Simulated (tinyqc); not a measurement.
## Electron density from the centroid

Question. In the Fang-Howard model the centroid is 3/b with b^3 = 6 (mz1/C) q (Nd + 11 Ns/32)/(eps0 eps_r), C = hbar^2/(2 m0), the field in eV/nm. Find b and Ns.

Parameters, values chosen for the exercise; masses and permittivity close to those of silicon (100): relative permittivity eps_r = 11.8; mass along z of valley set A (2 valley(s)) mz1 = 0.923 m0; sheet density of depletion charge Nd = 5.6e11 cm^-2.

Constants: q = 1.602176634e-19 C, hbar = 1.054571817e-34 J s, m0 = 9.1093837015e-31 kg, eps0 = 8.8541878128e-14 F/cm where lengths are in cm, hbar^2/(2 m0) = 0.0380998212 eV nm^2. Results are converted to the units shown.

centroid = 2.4592908 nm

Solution. b = 3/centroid gives Nd + 11 Ns/32, from which the depletion charge is taken off.

b = 1.22 1/nm
Ns = 7.40e11 cm^-2

Numbers from tinyqc (`OMP_NUM_THREADS=1 python tinyqc.py 2160051 2160052 out.jsonl`; about 0.8 s on one thread of a shared Intel Xeon 2.30GHz).
